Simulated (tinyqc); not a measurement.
Worked calculation: band edges of strained Si(1-x)Ge(x) on relaxed Si(1-y)Ge(y). Values are carried at full precision from step to step, so a last printed digit may differ when a step is redone from the rounded ones.

Values are linear in the Ge fraction but for ED(x) = linear - CD x (1 - x) and a(x) = linear - Ca x (1 - x). Energies are on the common scale of Ev.

Parameters, chosen for this exercise (end members near Si and Ge, in this order; shifted at random, so the results belong to these values and not to a real crystal):
- a = (5.43, 5.654) angstrom (lattice constant)
- Dso = (0.044, 0.29) eV (spin-orbit splitting)
- av = (2.44, 1.25) eV (valence hydrostatic potential)
- b = (-2.09, -2.55) eV (tetragonal shear potential)
- d = (-4.85, -5.35) eV (trigonal shear potential)
- C11 = (168.2, 126.9) GPa
- C12 = (64.8, 48.6) GPa
- C44 = (79.6, 65.9) GPa
- Ev = (0, 0.6) eV (top of the unstrained valence band)
- ED = (1.145, 0.925) eV (gap to the Delta valleys)
- EL = (2.038, 0.745) eV (gap to the L valleys)
- aD = (1.84, 1.33) eV (hydrostatic potential of the Delta gap)
- aL = (-3.4, -2.79) eV (hydrostatic potential of the L gap)
- XuD = (8.8, 9.78) eV (uniaxial potential, Delta)
- XuL = (16.11, 14.87) eV (uniaxial potential, L)
- CD = 0.201 eV (bowing of the Delta gap)
- Ca = 0 angstrom (bowing of the lattice constant)
- x = 0.58 (Ge fraction of the layer)
- y = 0.89 (Ge fraction of the relaxed buffer)
- face = 111 (growth face)

## Values of the layer and the buffer

Interpolate at x and at y.

Interpolated values (a in angstrom, C11, C12, C44 in GPa, all else in eV):

| symbol | layer | buffer |
|---|---|---|
| a | 5.55992 | 5.62936 |
| Dso | 0.18668 | 0.26294 |
| av | 1.74980 | 1.38090 |
| b | -2.35680 | -2.49940 |
| d | -5.14000 | -5.29500 |
| C11 | 144.24600 | 131.44300 |
| C12 | 55.40400 | 50.38200 |
| C44 | 71.65400 | 67.40700 |
| Ev | 0.34800 | 0.53400 |
| ED | 0.96844 | 0.92952 |
| EL | 1.28806 | 0.88723 |
| aD | 1.54420 | 1.38610 |
| aL | -3.04620 | -2.85710 |
| XuD | 9.36840 | 9.67220 |
| XuL | 15.39080 | 15.00640 |

## Strain of the layer on a (111) buffer

Coherent growth on a (111) face: e_par = (a(y) - a(x))/a(x), e_perp = -(2 C11 + 4 C12 - 4 C44)/(C11 + 2 C12 + 4 C44) e_par; exx = eyy = ezz = (2 e_par + e_perp)/3 and exy = eyz = ezx = (e_perp - e_par)/3.

Use the elastic constants of the layer.

e_par = 0.012489
e_perp = -0.005153

strain tensor in the cubic axes:
```
           x          y          z
x   0.006609  -0.005881  -0.005881
y  -0.005881   0.006609  -0.005881
z  -0.005881  -0.005881   0.006609
```

The layer is under tension in the plane; its volume changes by +1.983 %.

## Conduction valleys of the layer

A valley with unit axis u lies at Ev + gap + (av + a_valley) tr(e) + Xu (u.e.u - tr(e)/3); the Delta axes are x, y, z and the L axes [111], [1-1-1], [-11-1], [-1-11]. The second-order shift of the Delta valleys under shear is left out; it lowers the pair normal to the sheared plane by tens of meV at a shear of 1 %.

Give the hydrostatic shifts, the uniaxial shifts and the edges.

hydrostatic shifts of Delta and L (eV): 0.0653  -0.0257

uniaxial shifts (eV): Delta x 0.0000, Delta y 0.0000, Delta z 0.0000, L [111] -0.1810, L [1-1-1] 0.0603, L [-11-1] 0.0603, L [-1-11] 0.0603

valley edges (eV): Delta x 1.3817, Delta y 1.3817, Delta z 1.3817, L [111] 1.4293, L [1-1-1] 1.6707, L [-11-1] 1.6707, L [-1-11] 1.6707

The lowest set is Delta6 (the digit counts whole valleys) at 1.3817 eV; the Delta valleys spread over 0 meV and the L valleys over 241 meV.

## Valence edges of the layer

Valence edges: Ev plus the levels of the 6 x 6 matrix of X, Y, Z times spin with -Dso/3 + l exx + m (eyy + ezz) on the diagonal (cyclic), n exy off it, l = av + 2 b, m = av - b, n = sqrt(3) d. Spin-orbit term (Dso/3) L.sigma on X, Y, Z with (L_k)_ij = -i epsilon_kij: <X+|H|Y+> = -i Dso/3, <X+|H|Z-> = Dso/3, <Y+|H|Z-> = -i Dso/3, <Z+|H|X-> = -Dso/3, <Z+|H|Y-> = i Dso/3, <X-|H|Y-> = i Dso/3, and their conjugates; + and - are the spin along z.

Give the strain block and the three twofold edges.

strain block (eV), lower triangle:
```
        X       Y       Z
X  0.0347
Y  0.0524  0.0347
Z  0.0524  0.0524  0.0347
```

edges from the top (eV): 0.4561  0.3303  0.1749

The top two edges are split by 126 meV.

## Gap and offsets against the buffer

Buffer: Ev(y) and Ec = Ev(y) + min(ED, EL). dEc = Ec(buffer) - Ec(layer), dEv = Ev(layer) - Ev(buffer); positive values confine the carrier in the layer; type I if both have one sign.

gap of the strained layer = 0.9256 eV
gap of the buffer = 0.8872 eV
dEc = 0.0395 eV
dEv = -0.0779 eV

Type II: electrons collect in the layer (39 meV) and holes in the buffer (78 meV). The relaxed layer would have a gap of 0.968 eV, so strain has moved it by -43 meV. An offset this small is within the spread of published parameter sets, so the type is not settled by this model.

## Checks

- Mean of the three Delta edges against the hydrostatic shift alone (eV): both 1.38174.

(tinyqc, `OMP_NUM_THREADS=1 python tinyqc.py 1050646 1050647 out.jsonl`, Intel(R) Xeon(R) Processor @ 2.30GHz, 1 thread, shared host, about 0.01 s.)
